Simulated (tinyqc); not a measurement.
Thin-body transistor below threshold, two-dimensional Poisson equation on a small mesh: one step of the calculation.

A thin body on a thick buried insulator of low permittivity, taken as carrying no normal field at the bottom of the body (row 0). Mobile charge is neglected (subthreshold), the body is fully depleted, and potentials are counted from the intrinsic level; rows run upward to the gate, columns from source to drain.

Question. Coefficients of the five-point equations. Mesh: rows i = 0..3 in the semiconductor (step hs = tb/3, row 3 on the interface), then 2 step(s) ho = tox/2 up to the gate row 5; columns j = 0..6 (step hy = L/6). Box integration, divided by eps0: up_i = eps hy/h of the interval above row i, dn_i = that of the interval below (0 for row 0), lat_i = (sum of eps h/2 over the intervals above and below)/hy, s_i = -q Na w_i hy/eps0 with w_i the semiconductor height of the box (hs/2 for row 0 and the interface row, hs between, 0 in the insulator). Each free node obeys (up + dn + 2 lat) psi = up psi(above) + dn psi(below) + lat [psi(left) + psi(right)] + s.

Parameters, values chosen for the exercise; semiconductor permittivity close to that of silicon:
```
symbol   value   unit                                     meaning
eps_r     11.8         relative permittivity of the semiconductor
eox         25             relative permittivity of the insulator
tb           4     nm                              body thickness
tox        3.7     nm                         insulator thickness
L           25     nm                              channel length
Na      5.1e17  cm^-3       acceptor density of the depleted body
```

Constants: q = 1.602176634e-19 C, eps0 = 8.8541878128e-14 F/cm where lengths are in cm. Results are converted to the units shown.

Give: up; dn; lat; s.

Answer.

up, row 0 to 4: [36.88, 36.88, 36.88, 56.31, 56.31]
dn, row 0 to 4: [0, 36.88, 36.88, 36.88, 56.31]
lat, row 0 to 4: [1.888, 3.776, 3.776, 7.438, 11.10]
s, row 0 to 4 (V): [-0.02563, -0.05127, -0.05127, -0.02563, 0]

Program tinyqc, `OMP_NUM_THREADS=1 python tinyqc.py 2480136 2480137 out.jsonl`; Intel Xeon 2.30GHz, shared host, one thread, about 0.2 s.
